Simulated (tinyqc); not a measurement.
# Length offset and series resistance from crossing lines

Question. R_total = Rs + k (L - dL)/Vo with constant Rs, dL and k. Find k, dL and Rs.

R_total at (L, Vo) = (45, 0.34), (135, 0.34), (45, 0.9) and (135, 0.9), L in nm and Vo in V (ohm um): [806.76471, 2050.8824, 454.11111, 924.11111]

Solution. At each overdrive R is a straight line in L with slope k/Vo; the two lines cross at L = dL, R = Rs.

k = 4.700 ohm um V/nm
dL = 4.000 nm
Rs = 240.0 ohm um

Numbers from tinyqc (`OMP_NUM_THREADS=1 python tinyqc.py 2282187 2282188 out.jsonl`; about 0.03 s on one thread of a shared Intel Xeon 2.30GHz).
